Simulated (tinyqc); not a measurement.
# Changing the trap density N_t

Model: carrier lifetime from Shockley-Read-Hall, radiative, Auger and surface recombination. Computed by tinyqc, a small Python program. Command: `OMP_NUM_THREADS=1 python tinyqc.py 3023094 3023095 out.jsonl lifetime sweep`. One thread of a shared host (Intel(R) Xeon(R) Processor @ 2.30GHz), about 0.02 s of CPU time with the checks.

Energies are counted from the top of the valence band. Boltzmann statistics, full ionisation, and equal excess densities of electrons and holes.

Inputs (values chosen for the exercise, with bands modelled on GaSb):
```
quantity,value,unit
gap E_g,0.72,eV
electron mass m_e,0.0387,m_0
valleys M_c,1,-
hole mass m_h,0.416,m_0
temperature T,250,K
doping N,2.5e+18,cm^-3
trap level E_t,0.418,eV
electron cross-section sigma_n,1.6e-14,cm^2
hole cross-section sigma_p,3.3e-15,cm^2
radiative coefficient B,7.3e-11,cm^3/s
Auger coefficient C_n,2.1e-30,cm^6/s
Auger coefficient C_p,6.4e-32,cm^6/s
excess density dn,2.4e+17,cm^-3
generation rate G,2.1e+23,cm^-3 s^-1
diffusion coefficient D,3.5,cm^2/s
```

Doping: p-type. Surface term: none.

Constants: m_0 = 9.1093837015e-31 kg; k_B = 1.380649e-23 J/K; h = 6.62607015e-34 J s; k_B = 8.617333262e-05 eV/K.

Method:
- N_c = 2 M_c (2 pi m_e k_B T/h^2)^(3/2) and N_v = 2 (2 pi m_h k_B T/h^2)^(3/2), masses in units of m_0.
- n_i = sqrt(N_c N_v) exp(-E_g/2 k_B T); majority density N/2 + sqrt(N^2/4 + n_i^2), minority density n_i^2 over it.
- v = sqrt(3 k_B T/m) with m_e or m_h; tau_n0 = 1/(sigma_n v_n N_t), tau_p0 = 1/(sigma_p v_p N_t); n1 = N_c exp(-(E_g - E_t)/k_B T), p1 = N_v exp(-E_t/k_B T).
- With n = n_0 + dn, p = p_0 + dn and U/dn = 1/tau: (n p - n_i^2)/dn = n_0 + p_0 + dn = s; 1/tau_SRH = s/[tau_p0 (n + n1) + tau_n0 (p + p1)]; 1/tau_rad = B s; 1/tau_Aug = (C_n n + C_p p) s; the rates add.
- Radiative efficiency = tau_eff/tau_rad; effective diffusion length = sqrt(D tau_eff).
- dn solves dn/tau_eff(dn) = G (60 bisections in ln dn between 1e-2 and 1e22 cm^-3); the splitting of the quasi-Fermi levels is k_B T ln(n p/n_i^2).

One run for each value:
```
trap density N_t (cm^-3),effective lifetime at dn (s),radiative efficiency at dn,quasi-Fermi splitting under G (eV),effective diffusion length at dn (micrometre)
1.00e+10,4.953e-09,0.9908,0.6003,1.317
5.00e+10,4.953e-09,0.9907,0.6003,1.317
3.00e+11,4.951e-09,0.9902,0.6002,1.316
1.00e+12,4.945e-09,0.9890,0.6002,1.316
7.00e+12,4.892e-09,0.9785,0.5996,1.309
4.00e+13,4.622e-09,0.9244,0.5965,1.272
2.00e+14,3.645e-09,0.7290,0.5859,1.129
1.00e+15,1.772e-09,0.3544,0.5626,0.788
```

What does the table show, and why?

Over the rows, effective lifetime at dn (s) falls from 4.95e-9 to 1.77e-9; radiative efficiency at dn falls from 0.991 to 0.354; quasi-Fermi splitting under G (eV) falls from 0.600 to 0.563. At the low end the exponent of effective lifetime at dn is 0.00, close to 0: other channels rule.

Caution (all rows): the doping is near the effective density of states, where Boltzmann statistics fail and the gap narrows. Caution (all rows): the excess density is near an effective density of states, where Boltzmann statistics fail.

Extremes, crossings and ranges named in words are read from the listed rows.
